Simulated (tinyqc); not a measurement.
Inside a calculation. Model: Esaki diode in forward bias, two-band WKB.

Numbers from tinyqc (`OMP_NUM_THREADS=1 python tinyqc.py 2620093 2620094 out.jsonl`; about 0.01 s on one thread of a shared Intel Xeon 2.30GHz). Printed values are rounded.

Abrupt p-n junction, depletion approximation. Energies E are counted from the conduction-band edge of the neutral n side; its Fermi level lies at dn, that of the p side at dn - V, and the valence-band edge of the neutral p side at Em = dn + dp - V. Tunnelling needs 0 < E < Em. Two-band dispersion with equal masses m: inside the gap kappa = sqrt(m u (1 - u/Eg)/C), u the distance from a band edge, C = hbar^2/(2 m0).

Inputs (values chosen for the exercise); band and dielectric values close to those of In0.53Ga0.47As:
```
symbol    value   unit                                     meaning
T           300      K                                 temperature
Eg        0.747     eV                                    band gap
eps_r      13.9                              relative permittivity
Nc       2.1e17  cm^-3  conduction-band density of states at 300 K
Nv      7.65e18  cm^-3     valence-band density of states at 300 K
m          0.04     m0        band-edge mass of the two-band model
Na       2.4e19  cm^-3                            acceptor density
Nd       1.9e19  cm^-3                               donor density
V          0.19      V                          bias of the p side
nE           11                          points of the energy grid
```

Constants: q = 1.602176634e-19 C, kB = 1.380649e-23 J/K, hbar = 1.054571817e-34 J s, h = 6.62607015e-34 J s, m0 = 9.1093837015e-31 kg, Vt = kB T/q, eps0 = 8.8541878128e-14 F/cm where lengths are in cm, hbar^2/(2 m0) = 0.0380998212 eV nm^2. Results are converted to the units shown.

Range of the model: Parabolic densities of states, no band tails and no gap narrowing, all of which matter at such doping.

## Fermi levels and built-in voltage

Nd = Nc F12(dn/Vt), Na = Nv F12(dp/Vt), F12(x) = (2/sqrt(pi)) int_0^infinity sqrt(u)/(1 + exp(u - x)) du; dn = EF - Ec on the n side, dp = Ev - EF on the p side (negative outside the bands); Vbi = Eg + dn + dp.

dn = 0.629029 eV
dp = 0.0570812 eV
Vbi = 1.43311 V

Boltzmann statistics would give dn = 0.116 eV and dp = 0.0296 eV. At zero bias the bands of the two sides overlap by dn + dp.

## Width, field and exponent

W = sqrt(2 eps0 eps_r (Vbi - V)(1/Na + 1/Nd)/q), mean field F = (Vbi - V)/W, peak field 2 F. In a uniform field F the exponent is S = pi sqrt(m/C) Eg^1.5/(4 F). Transverse energy Et = C kt^2/m raises it to S (1 + 4 Et/Eg), so T = exp(-S) exp(-Et/Eb) with Eb = Eg/(4 S). KJ = (2 q^2/h) m/(4 pi C) (times 1e14 for A/cm^2 per eV^2).

W = 13.4199 nm
mean field = 0.926321 MV/cm
S = 5.60890
exp(-S) = 0.00366509
Eb = 33.2953 meV
tunnelling length Eg/F = 8.06416 nm

## Current density on a coarse grid

J = KJ exp(-S) Eb times the integral from 0 to Em of [f(E - dn) - f(E - dn + V)] [1 - exp(-min(E, Em - E)/Eb)] dE, f(x) = 1/(1 + exp(x/Vt)), with S and Eb from the mean field; J > 0 flows from p to n. KJ = (2 q^2/h) m/(4 pi C) (times 1e14 for A/cm^2 per eV^2). Simpson's rule on nE equally spaced points from 0 to Em.

```
point	E (eV)	difference of the f	transverse factor
0	0.000000	0.000000	0.000000
1	0.049611	0.000000	0.774635
2	0.099222	0.000002	0.949210
3	0.148833	0.000013	0.988554
4	0.198444	0.000091	0.997420
5	0.248055	0.000618	0.999419
6	0.297666	0.004199	0.997420
7	0.347277	0.027928	0.988554
8	0.396888	0.163693	0.949210
9	0.446499	0.570883	0.774635
10	0.496110	0.895151	0.000000
```

integral = 0.0364009 eV
KJ = 6.47324e8 A/(cm^2 eV^2)
J = 2875.43 A/cm^2

A converged quadrature gives 2890 A/cm^2; this grid is 0.50 % below that in size.
